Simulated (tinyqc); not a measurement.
Worked calculation: physical sputtering: collision-cascade yield, angular dependence, faceting and resputtering in deposition. Computed by tinyqc, a small Python program that keeps every step. Command: `OMP_NUM_THREADS=1 python tinyqc.py 3020456 3020457 out.jsonl sputter walk`. One thread of a shared host (Intel(R) Xeon(R) Processor @ 2.30GHz), about 0.01 s of CPU time with the checks. Intermediate numbers are printed to about 6 digits and carried at full precision; extremes and crossings named in words are read from the listed rows.

Ions start collision cascades; atoms that reach the surface with more than U leave. The target is amorphous or fine-grained.

Inputs (values chosen for the exercise, modelled on argon ions on germanium):
```
quantity                                                  value     unit
ion Z1                                                       18        -
ion mass M1                                               39.95        u
target Z2                                                    32        -
target mass M2                                             72.6        u
surface binding energy U                                   3.85       eV
target density N                                           44.2   1/nm^3
fit factor Q                                               0.59        -
ion energy E                                                310       eV
current density J                                          0.18  mA/cm^2
angular exponent f                                          1.9        -
angle of the largest yield                                   61  degrees
angle of incidence                                           55  degrees
deposition rate over sputter rate on a flat surface, D/S    1.8        -
```

Constants: e = 1.602176634e-19 C.

## Yield at normal incidence

gamma = 4 M1 M2/(M1 + M2)^2; threshold E_th = 6.7 U/gamma for M1 >= M2, else U (1 + 5.7 M1/M2)/gamma. eps = 0.03255 M2 E/(Z1 Z2 (M1 + M2) z), z = (Z1^(2/3) + Z2^(2/3))^(1/2), E in eV; s_n = 3.441 sqrt(eps) ln(eps + 2.718)/(1 + 6.355 sqrt(eps) + eps (6.882 sqrt(eps) - 1.708)); S_n = 84.78 Z1 Z2 M1 s_n/((M1 + M2) z) in eV angstrom^2; alpha = 0.249 (M2/M1)^0.56 + 0.0035 (M2/M1)^1.5 for M1 <= M2, else 0.0875 (M2/M1)^(-0.15) + 0.165 M2/M1; Y0 = 0.042 Q alpha S_n/U [1 - sqrt(E_th/E)]^2.5 (the electronic-loss factor of the full formula is dropped). Erosion rate = Y0 J/(e N); 1 cm^2 = 1e14 nm^2.

energy transfer factor gamma = 0.915846

threshold E_th = 17.3892 eV

reduced energy eps = 0.00274490

nuclear stopping S_n = 571.566 eV angstrom^2

alpha = 0.356490

yield Y0 = 0.667254 atoms per ion

erosion rate = 10.1761 nm/min

The threshold factor is 0.509; the energy cost is 465 eV per removed atom, 121 times U.

## Oblique incidence

Angular law: Y/Y0 = t^f exp(-f cos(a_opt)(t - 1)), t = 1/cos(angle), largest at a_opt. A plane tilted by the angle recedes along the beam at a speed proportional to Y(angle), and along its own normal as Y cos(angle).

Y/Y0 at the angle = 1.44965

yield at the angle = 0.967287 atoms per ion

normal speed relative to a flat surface = 0.831487

largest Y/Y0 = 1.48696

## Deposition with resputtering

With a directional flux, net growth along the beam is D - S Y(angle)/Y0. Slopes where Y/Y0 exceeds D/S are etched: solve Y/Y0 = D/S below a_opt, if the largest Y/Y0 exceeds D/S. The normal speed is largest where f (1 - cos(a_opt)/cos(angle)) = 1, cos(angle) = f cos(a_opt)/(f - 1), or at angle 0 if this exceeds 1.

Angle of zero net growth: none: every slope grows

angle of the largest normal speed = 0 degrees

Deposition outweighs sputtering at every angle, so no slope is cut back.

## Yield over energy

The formulas are those given above.

Normal incidence:
```
E (eV)          eps  S_n (eV angstrom^2)       Y0  Y0 per keV
50      4.42726e-04               269.07  0.06656     1.33125
100     8.85452e-04               363.05  0.21618     2.16181
200     1.77090e-03               482.27  0.46202     2.31008
300     2.65635e-03               564.51  0.65060     2.16865
500     4.42726e-03               681.21  0.93299     1.86598
1000    8.85452e-03               860.89  1.38708     1.38708
2000    1.77090e-02              1059.34  1.90304     0.95152
5000    4.42726e-02              1331.85  2.62513     0.52503
10000   8.85452e-02              1523.04  3.14161     0.31416
30000   2.65635e-01              1713.48  3.69919     0.12331
100000  8.85452e-01              1560.16  3.46293     0.03463
```

The yield per keV peaks at 200 eV among these rows, 12 times the threshold, the most economical range for removing atoms. Y0 varies as E^1.70 between the first rows and as E^-0.05 at the end; it peaks near 30000 eV, close to the broad maximum of nuclear stopping. Caution: the electronic-loss factor, dropped here, would lower the yields at the highest energies slightly.

Checks made by the program: position of the angular maximum (relative difference below 1e-10).
